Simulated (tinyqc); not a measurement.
Inside a calculation. Method: Pariser-Parr-Pople SCF with singles CI, for the molecule Fc1cc(F)c2c(c1)C=C2 (SMILES; centres numbered as the heavy atoms are written). One step of it, computed by the program tinyqc.

Question. Singles CI, singlets. Over the 6 single excitations with the smallest orbital gaps: A = (e_a - e_i) delta + 2 (ia|jb) - (ij|ab), with (pq|rs) = sum c_mp c_mq gamma_mn c_nr c_ns. f = 2/3 w |mu|^2 in atomic units, mu = sqrt2 sum c_ia sum_m c_mi c_ma R_m.

orbital energies (eV): -21.909688  -21.857311  -14.795503  -12.246168  -11.020877  -9.074551  -3.191147  -1.092302  0.113606  2.590575

coefficients:
```
          MO1        MO2        MO3        MO4        MO5        MO6        MO7        MO8
1F   0.855091  -0.476539  -0.076582  -0.134918  -0.054352  -0.061883  -0.051075   0.040267
2C   0.175026  -0.085919   0.212757   0.508766   0.225670   0.305182   0.306183  -0.273084
3C   0.057649   0.015919   0.218962   0.543724  -0.278849   0.308108  -0.303193  -0.244256
4C   0.102480   0.166229   0.280885   0.237153  -0.523035  -0.199184  -0.182296   0.564834
5F   0.471189   0.857809  -0.100725  -0.063932   0.124328   0.040202   0.030773  -0.084289
6C   0.024409   0.037804   0.472255  -0.141797  -0.335542  -0.401876   0.351950  -0.324584
7C   0.014735   0.004571   0.485558  -0.135539   0.337272  -0.356557  -0.386415  -0.328034
8C   0.038498  -0.017156   0.319218   0.251384   0.563461  -0.160498   0.211057   0.542908
9C   0.004034   0.002017   0.355268  -0.362720   0.106949   0.487908  -0.470197   0.135114
10C  0.005361   0.007635   0.353520  -0.365721  -0.155149   0.462992   0.488592   0.109702

           MO9       MO10
1F   -0.075350   0.031157
2C    0.533458  -0.246802
3C   -0.517975   0.245500
4C    0.232478  -0.327372
5F   -0.032432   0.041640
6C    0.167380   0.472770
7C   -0.169816  -0.467951
8C   -0.226406   0.315164
9C    0.373850   0.337049
10C  -0.372119  -0.336930
```

repulsion gamma_rs (eV):
```
            1F         2C         3C         4C         5F         6C         7C         8C
1F   19.780000   6.150541   4.276716   3.099820   2.581334   2.800585   3.099848   4.277560
2C    6.150541  10.810000   5.268863   3.832827   3.099127   3.484468   3.832824   5.270463
3C    4.276716   5.268863  10.810000   5.271503   4.277564   3.832506   3.484663   3.832207
4C    3.099820   3.832827   5.271503  10.810000   6.147483   5.270463   3.833206   3.485195
5F    2.581334   3.099127   4.277564   6.147483  19.780000   4.276792   3.099399   2.800420
6C    2.800585   3.484468   3.832506   5.270463   4.276792  10.810000   5.270695   3.832827
7C    3.099848   3.832824   3.484663   3.833206   3.099399   5.270695  10.810000   5.271108
8C    4.277560   5.270463   3.832207   3.485195   2.800420   3.832827   5.271108  10.810000
9C    2.389262   2.792316   2.663977   3.074359   2.712040   4.347850   5.270695   3.567597
10C   2.250284   2.663934   2.792316   3.567493   3.354073   5.271296   4.347258   3.074212

            9C        10C
1F    2.389262   2.250284
2C    2.792316   2.663934
3C    2.663977   2.792316
4C    3.074359   3.567493
5F    2.712040   3.354073
6C    4.347850   5.271296
7C    5.270695   4.347258
8C    3.567597   3.074212
9C   10.810000   5.268863
10C   5.268863  10.810000
```

Centres (angstrom, eV; a flat drawing with bonds scaled to 1.40 angstrom):

| centre | x | y | core charge z | W | gamma_rr |
|---|---|---|---|---|---|
| 1F | 3.050000 | 0.620000 | 2 | 40.980000 | 19.780000 |
| 2C | 1.680000 | 0.333000 | 1 | 11.660000 | 10.810000 |
| 3C | 1.243000 | -0.998000 | 1 | 11.660000 | 10.810000 |
| 4C | -0.127000 | -1.284000 | 1 | 11.660000 | 10.810000 |
| 5F | -0.564000 | -2.615000 | 2 | 40.980000 | 19.780000 |
| 6C | -1.061000 | -0.241000 | 1 | 11.660000 | 10.810000 |
| 7C | -0.624000 | 1.089000 | 1 | 11.660000 | 10.810000 |
| 8C | 0.746000 | 1.376000 | 1 | 11.660000 | 10.810000 |
| 9C | -1.954000 | 1.526000 | 1 | 11.660000 | 10.810000 |
| 10C | -2.391000 | 0.195000 | 1 | 11.660000 | 10.810000 |

Give: singlet CI matrix; singlet excitation energies; oscillator strengths.

Answer.

singlet CI matrix (eV):
```
         6>7      5>7      6>8     4>7     6>9      5>8
6>7   2.1620  -0.0154  -0.0451  0.0743  0.0652  -0.0695
5>7  -0.0154   4.7276  -0.9482  0.0093  0.0170   0.0504
6>8  -0.0451  -0.9482   4.8365  0.0213  0.0100   0.0228
4>7   0.0743   0.0093   0.0213  6.1130  0.5571   0.3607
6>9   0.0652   0.0170   0.0100  0.5571  6.2332   0.3433
5>8  -0.0695   0.0504   0.0228  0.3607  0.3433   6.8026
```

singlet excitation energies (eV): 2.1573  3.8323  5.6103  5.7325  6.2753  7.2673

oscillator strengths: 0.0039  0.0020  0.0152  1.3113  0.0801  1.6467
